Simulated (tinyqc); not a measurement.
Inside a calculation. Method: Hubbard chain of 6 sites. One step of it, computed by the program tinyqc.

Task: Mean-field iteration 2. H(up) = T + U n(down), H(down) = T + U n(up); fill the lowest levels; n(new) = n + mixing (n(out) - n); E = tr T (rho up + rho down) + U sum n_up n_down of the output.

one-body matrix (hopping and site energies) (eV), order 1, 2, 3, 4, 5, 6:
```
[[0.700000, -1.900000, 0.000000, 0.000000, 0.000000, 0.000000],
 [-1.900000, -0.950000, -1.900000, 0.000000, 0.000000, 0.000000],
 [0.000000, -1.900000, -0.900000, -1.900000, 0.000000, 0.000000],
 [0.000000, 0.000000, -1.900000, -0.930000, -1.900000, 0.000000],
 [0.000000, 0.000000, 0.000000, -1.900000, 0.300000, -1.900000],
 [0.000000, 0.000000, 0.000000, 0.000000, -1.900000, -0.140000]]
```

U = 2.200000 eV

electrons, up and down: [3, 3]

mixing = 0.200000

n(up) after iteration 1: [0.881692, 0.127862, 0.909137, 0.107160, 0.888252, 0.085897]

n(down) after iteration 1: [0.063516, 0.913031, 0.096852, 0.913370, 0.092371, 0.920861]

Give: levels, up; levels, down; energy; n(up) after iteration 2; n(down) after iteration 2.

Result:

levels, up (eV): [-3.0683, -1.4955, -0.1231, 1.9249, 3.3275, 4.1145]

levels, down (eV): [-3.1332, -1.8375, -0.5163, 2.1760, 3.7048, 4.2861]

energy = -11.7950 eV

n(up) after iteration 2: [0.8238, 0.1928, 0.8737, 0.1560, 0.8362, 0.1176]

n(down) after iteration 2: [0.0768, 0.8802, 0.1377, 0.8813, 0.1295, 0.8944]
